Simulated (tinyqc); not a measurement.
Trap density from two Hall measurements.

Inverse problem. p-type body, charge-sheet picture, full ionisation (an idealisation for deep acceptors), Boltzmann statistics for free electrons. e = Ec - EF at the surface. psi = Eg - Vt ln(Nv/Na) - e; N_dep = sqrt(2 eps0 eps_r Na (psi - Vt)/q); n_f = sqrt(N_dep^2 + 2 eps0 eps_r Vt Nc exp(-e/Vt)/q) - N_dep; Vg = Vfb + psi + q (N_dep + n_t + n_f)/Cox, Cox = eps0 eox/tox. Find e and n_t at both points and the mean trap density between them.

Inputs (values chosen for the exercise); band and dielectric values close to those of silicon: temperature T = 300 K; band gap Eg = 1.13 eV; relative permittivity eps_r = 11.7; conduction-band density of states at T Nc = 2.81e19 cm^-3; valence-band density of states at T Nv = 2.7e19 cm^-3; relative permittivity of the insulator eox = 3.9; insulator thickness tox = 33 nm; acceptor density Na = 8.3e16 cm^-3; flat-band voltage without trapped charge Vfb = -0.69 V.

Constants: q = 1.602176634e-19 C, kB = 1.380649e-23 J/K, Vt = kB T/q, eps0 = 8.8541878128e-14 F/cm where lengths are in cm. Results are converted to the units shown.

Vg (V): [2.5813713, 3.9651866]
free sheet density from the Hall effect (cm^-2): [2.4557278e9, 5.4167942e10]

Answer. Each n_f fixes e; what the gate voltage holds beyond psi, N_dep and n_f is trapped; the difference quotient is the density, smeared over a few Vt.

e (eV): [0.198, 0.116]
n_t (cm^-2): [7.22e11, 1.47e12]
mean trap density = 9.16e12 cm^-2 eV^-1

Computed by the program tinyqc: `OMP_NUM_THREADS=1 python tinyqc.py 2222105 2222106 out.jsonl`, one thread of a shared Intel Xeon 2.30GHz, about 0.02 s for the whole run.
